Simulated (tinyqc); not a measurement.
Self-heating of a transistor with one or more fingers, with temperature-dependent conductivity. Inputs raised by 2 %, one at a time. Computed by tinyqc, a small Python program. Command: `OMP_NUM_THREADS=1 python tinyqc.py 3013720 3013721 out.jsonl selfheat sens`. One thread of a shared host (Intel(R) Xeon(R) Processor @ 2.30GHz), about 0.2 s of CPU time with the checks.

N long parallel fingers lie on the top face of a slab whose bottom is held at T_0; the top is otherwise insulated, and heat flows in two dimensions. P in W/mm is 1000 P in W/m.

Inputs (values chosen for the exercise, modelled on gallium arsenide):
```
quantity                                      value           unit
conductivity at the base temperature kappa_0   38.1        W/(m K)
exponent m in kappa ~ T^-m                     1.35              -
base temperature T_0                            358              K
power per gate width P                         0.19           W/mm
fingers N                                         4              -
finger pitch s                                  9.1     micrometre
width of the heat source w                     0.73     micrometre
substrate thickness t                           390     micrometre
heat capacity C                                1.67  1e6 J/(m^3 K)
pulse length                                   0.12    microsecond
```

Power: fixed power.

Method:
- A line source of power P on the top face raises the top at distance x by (P/(pi kappa_0)) g(x), g(x) = -ln tanh(pi x/(4 t)) (the image sum for the slab). On a strip of width w the centre sees the mean of g over the strip, g_0 = 1 + ln(8 t/(pi w)) for w much below t.
- theta_i = (P/(pi kappa_0)) [g_0 + sum over j != i of g(|i - j| s)], with equal powers and constant conductivity; thermal resistance = largest theta/P.
- Kirchhoff transformation for kappa = kappa_0 (T/T_0)^-m: T = T_0 [1 - (m - 1) theta/T_0]^(-1/(m - 1)), where theta is the linear rise.
- The bracket vanishes at the power P T_0/((m - 1) theta).
- After switching on, theta(tau) = (P D/kappa_0) int_0^tau X(u) Z(u) du at the hottest finger, D = kappa_0/C; X = sum over fingers at distance x of [erf((x + w/2)/r) - erf((x - w/2)/r)]/(2 w), Z = sum_(j=-200..200) (-1)^j exp(-(2 j t/r)^2)/sqrt(pi D u), r = 2 sqrt(D u); trapezoid rule on 300 points evenly spaced in ln u from u_0 = 1e-3 min(tau, w^2/D) to tau, plus the exact piece 2 sqrt(u_0/(pi D))/w below u_0. Conductivity and power are held at their base values here, and Fourier's law is used even where the diffusion length is near a phonon free path.

Runs; columns: (1) input moved; (2) from; (3) to; (4) thermal resistance (K mm/W); (5) true rise (K); (6) linear rise after the pulse (K); (7) true rise / linear rise:
```
(1)                                                      (2)     (3)     (4)     (5)     (6)     (7)
base run                                                   -       -  163.09  32.891  4.6320  1.0614
conductivity at the base temperature kappa_0 (W/(m K))  38.1  38.862  159.90  32.208  4.5566  1.0602
exponent m in kappa ~ T^-m                              1.35   1.377  163.09  32.932  4.6320  1.0628
power per gate width P (W/mm)                           0.19  0.1938  163.09  33.590  4.7247  1.0627
finger pitch s (micrometre)                              9.1   9.282  162.60  32.785  4.6320  1.0612
width of the heat source w (micrometre)                 0.73  0.7446  162.93  32.856  4.6007  1.0614
pulse length (microsecond)                              0.12  0.1224  163.09  32.891  4.6477  1.0614
heat capacity C (1e6 J/(m^3 K))                         1.67  1.7034  163.09  32.891  4.6164  1.0614
```

Exponents ln(y'/y) / ln(x'/x):
```
input                                         thermal resistance  true rise  linear rise after the pulse  true rise / linear rise
conductivity at the base temperature kappa_0              -1.000     -1.060                       -0.829                   -0.060
exponent m in kappa ~ T^-m                                 0.000      0.063                        0.000                    0.063
power per gate width P                                     0.000      1.061                        1.001                    0.061
finger pitch s                                            -0.154     -0.163                        0.000                   -0.009
width of the heat source w                                -0.051     -0.054                       -0.342                   -0.003
pulse length                                               0.000      0.000                        0.171                    0.000
heat capacity C                                            0.000      0.000                       -0.170                    0.000
```

Among the inputs moved here: thermal resistance answers most in size to conductivity at the base temperature kappa_0 (exponent -1.000), next to finger pitch s (-0.154); its exponent is below 0.0005 for exponent m in kappa ~ T^-m, power per gate width P, pulse length, heat capacity C. Its exponent -1.000 in conductivity at the base temperature kappa_0: the linear problem scales as 1/kappa_0. Its exponent 0.000 in power per gate width P: R is defined for the linear problem. True rise answers most in size to power per gate width P (exponent +1.061), and about equally to conductivity at the base temperature kappa_0 (-1.060); its exponent is below 0.0005 for pulse length, heat capacity C. linear rise after the pulse answers most in size to power per gate width P (exponent +1.001), next to conductivity at the base temperature kappa_0 (-0.829); its exponent is below 0.0005 for exponent m in kappa ~ T^-m, finger pitch s. True rise / linear rise answers most in size to exponent m in kappa ~ T^-m (exponent +0.063), next to power per gate width P (+0.061); its exponent is below 0.0005 for pulse length, heat capacity C.
